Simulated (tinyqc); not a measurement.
Hubbard chain of 2 sites, step by step. Computed by tinyqc, a small Python program that keeps every step. Settings: hopping = 1.05, U = 7.6, mixing = 0.2, iteration cap = 67. Command: `OMP_NUM_THREADS=1 python tinyqc.py 26146 26147 out.jsonl` (the two numbers bound the seeds that draw the settings). One thread of a shared host (Intel(R) Xeon(R) Processor @ 2.60GHz), about 0.3 s of CPU time with the checks.

one-body matrix (hopping and site energies) (eV), order 1, 2:
$$\begin{pmatrix}
0.00000 & -1.05000 \\
-1.05000 & 0.00000
\end{pmatrix}$$

U = 7.60000 eV

electrons, up and down: [1, 1]

n(up) at the start (a guess, not normalised): 1 0.55000, 2 0.45000

n(down) at the start (a guess): 1 0.45000, 2 0.55000

Each step fills the lowest levels of T + U n(other spin) and sets n(new) = n + mixing (n(out) - n); stop when output and input agree to 1e-8.

Course of the cycle:
```
iteration      E (eV)  largest |n(out) - n(in)|  mean |n_up - n_down|
1           1.3852706                  1.20e-01               0.34030
2           1.1013071                  1.62e-01               0.47231
3           0.7208955                  1.99e-01               0.61036
4           0.3502652                  2.17e-01               0.72681
5           0.0810007                  2.14e-01               0.80826
6          -0.0812332                  1.97e-01               0.85971
7          -0.1716929                  1.74e-01               0.89158
8          -0.2215566                  1.49e-01               0.91179
9          -0.2494979                  1.26e-01               0.92510
10         -0.2655436                  1.05e-01               0.93420
11         -0.2749868                  8.75e-02               0.94063
...               ...                       ...                   ...
57         -0.2901316                  7.76e-06               0.96107
58         -0.2901316                  6.33e-06               0.96107
59         -0.2901316                  5.16e-06               0.96107
60         -0.2901316                  4.20e-06               0.96107
61         -0.2901316                  3.43e-06               0.96107
62         -0.2901316                  2.79e-06               0.96107
63         -0.2901316                  2.28e-06               0.96107
64         -0.2901316                  1.86e-06               0.96107
65         -0.2901316                  1.51e-06               0.96107
66         -0.2901316                  1.23e-06               0.96107
67         -0.2901316                  1.01e-06               0.96107
```

Can the last value be used, and what does the course show?

Not by the stop rule, although the second column moves by less than 1e-07 over the last three steps. Not converged within 67 iterations: the residual falls steadily but slowly, by a factor of about 0.82 a step. The lowest mean-field energy found from random starts is -0.29013 eV. Reruns (cap 100 unless said): mixing 0.5: converged in 31 (E = -0.29013); mixing 0.9: converged in 13 (E = -0.29013); the original settings with a cap of 400: converged in 90 (E = -0.29013).
